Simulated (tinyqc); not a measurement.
Worked calculation: strain-driven crossing of the Gamma and L valleys in a germanium-like crystal. Values are carried at full precision from step to step, so a last printed digit may differ when a step is redone from the rounded ones.

Biaxial loads: e0 is the in-plane strain e_par and the normal is free. (001): e_perp = -2 (C12/C11) e_par; exx = eyy = e_par, ezz = e_perp, no shear. (111): e_perp = -(2 C11 + 4 C12 - 4 C44)/(C11 + 2 C12 + 4 C44) e_par; exx = eyy = ezz = (2 e_par + e_perp)/3 and exy = eyz = ezx = (e_perp - e_par)/3. (110): e_perp = -(C11 + 3 C12 - 2 C44)/(C11 + C12 + 2 C44) e_par; exx = eyy = (e_par + e_perp)/2, ezz = e_par, exy = (e_perp - e_par)/2, eyz = ezx = 0. Uniaxial loads: a stress along n, scaled so that n.e.n = e0, with exx = s11 sxx + s12 (syy + szz), exy = s44 sxy/2, s11 = (C11 + C12)/((C11 - C12)(C11 + 2 C12)), s12 = -C12/((C11 - C12)(C11 + 2 C12)), s44 = 1/C44.

Constants: kB = 8.617333262e-05 eV/K; hc = 1239.841984 eV nm.

Inputs chosen for the exercise (near those of Ge, gaps at low temperature; shifted at random, so the results belong to these values and not to a real crystal): C11 = 128.8 GPa; C12 = 48.5 GPa; C44 = 67.6 GPa; load = biaxial (001) (kind of strain); e0 = 0.0141 (size of the strain); Eg = 0.896 eV (gap at Gamma to the s-like level); EgL = 0.751 eV (gap to L); Dso = 0.294 eV (spin-orbit splitting); ac = -8.18 eV (conduction deformation potential); av = 1.26 eV (valence hydrostatic potential); b = -2.52 eV (tetragonal shear potential); d = -5.22 eV (trigonal shear potential); aL = -1.74 eV (hydrostatic potential of the L edge, Xd + Xu/3); XuL = 16.61 eV (uniaxial potential, L); mG = 0.0396 m0 (mass at Gamma); mL = 0.578 m0 (density-of-states mass of the four L valleys together); T = 77 K (temperature).

## The strain tensor for a biaxial (001) load

Form the tensor and its trace.

strain tensor in the cubic axes:
```
          x         y          z
x  0.014100  0.000000   0.000000
y  0.000000  0.014100   0.000000
z  0.000000  0.000000  -0.010619
```

tr(e) = 0.017581

## Band edges

Edges from the unstrained valence top: Gamma at Eg + ac tr(e); an L valley with unit axis u at EgL + aL tr(e) + XuL (u.e.u - tr(e)/3), u along [111], [1-1-1], [-11-1], [-1-11]; valence edges are the levels of the 6 x 6 matrix of X, Y, Z times spin with -Dso/3 + l exx + m (eyy + ezz) on the diagonal (cyclic), n exy off it, l = av + 2 b, m = av - b, n = sqrt(3) d. Spin-orbit term (Dso/3) L.sigma on X, Y, Z with (L_k)_ij = -i epsilon_kij: <X+|H|Y+> = -i Dso/3, <X+|H|Z-> = Dso/3, <Y+|H|Z-> = -i Dso/3, <Z+|H|X-> = -Dso/3, <Z+|H|Y-> = i Dso/3, <X-|H|Y-> = i Dso/3, and their conjugates; + and - are the spin along z.

Give the edges and the direct and indirect gaps from the top valence edge.

Gamma edge = 0.7522 eV

L edges (eV): [111] 0.7204, [1-1-1] 0.7204, [-11-1] 0.7204, [-1-11] 0.7204

valence edges from the top (eV): 0.1050  -0.0401  -0.2924

direct and indirect gap (eV): 0.6472  0.6154

The gap is indirect: Gamma lies 32 meV above the lowest L valley. The top two valence edges are 145 meV apart.

## Electrons in the Gamma valley

Non-degenerate, parabolic: share = mG^(3/2)/(mG^(3/2) + (mL^(3/2)/4) sum_i exp(-(E_Li - E_Gamma)/kT)). Also the offset at which four equal L valleys hold half of the electrons, kT ln((mL/mG)^(3/2)), and the wavelength hc/E of the direct gap.

(mL/mG)^(3/2) = 55.76
share in Gamma = 0.0149 %
offset for an even split = 26.7 meV
wavelength = 1916 nm

With the L valleys as they lie here, Gamma must be 27 meV below the lowest of them to hold half of the electrons at 77 K; it lies 32 meV above. A direct gap alone is not enough.

## Checks

- Gamma and lowest L edge at e0 = 0.01806, where the linear shifts make them meet (eV): both 0.7118.

(tinyqc, `OMP_NUM_THREADS=1 python tinyqc.py 1051458 1051459 out.jsonl`, Intel(R) Xeon(R) Processor @ 2.30GHz, 1 thread, shared host, about 0.01 s.)
